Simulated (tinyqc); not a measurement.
Worked calculation: tight binding, kagome lattice. One step of it, computed by the program tinyqc.

Task: Bloch Hamiltonian at k. H_AB = -t1 - t2 exp(-i k.a1), H_AC = -t1 - t2 exp(-i k.a2), H_BC = -t1 - t2 exp(i k.(a1 - a2)), H_CC = delta.

Parameters chosen for this model:
```
parameter      value                unit
t1          1.710000    eV, up triangles
t2          1.710000  eV, down triangles
delta      -0.390000        eV on site C
```

k point k (fractions of the reciprocal vectors): -0.340000  0.440000

Give: H(k) at k.

Result:

H(k) at k (eV), lower triangle (Hermitian):
```
                 A                B        C
A           0.0000
B  -0.7937+1.4438i           0.0000
C  -0.1201-0.6295i  -2.0304+1.6797i  -0.3900
```
